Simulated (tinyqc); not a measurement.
Classical nucleation, growth and JMAK kinetics of crystallisation from a melt or glass: one step, computed by the program tinyqc.

A spherical nucleus with a sharp interface of isotropic energy gamma; lambda = Omega^(1/3) is the jump distance.

Task: Critical nucleus. Driving force per volume: dG = H (T_m - T)/T_m. Shape factor f = 1. W(r) = f [4 pi r^2 gamma - (4/3) pi r^3 dG]; r* = 2 gamma/dG; W* = f 16 pi gamma^3/(3 dG^2); n* = f (4/3) pi r*^3/Omega.

Inputs (values chosen for the exercise, for a model substance):
```
quantity,value,unit
melting point T_m,810,K
heat of melting per volume H,1020,J/cm^3
interface energy gamma,0.113,J/m^2
atomic volume Omega,15.3,angstrom^3
temperature T,634,K
```

Nucleation: homogeneous. Driving force: Turnbull (linear).

Constants: e = 1.602176634e-19 C; k_B = 1.380649e-23 J/K.

Give: driving force dG; shape factor f; critical radius r*; barrier W*; atoms in the nucleus n*; W*/(k_B T).

Result:

driving force dG = 221.63 J/cm^3

shape factor f = 1

critical radius r* = 1.0197 nm

barrier W* = 3.0720 eV

atoms in the nucleus n* = 290.29

W*/(k_B T) = 56.228

W* equals n* Omega dG/2 = 3.072 eV.
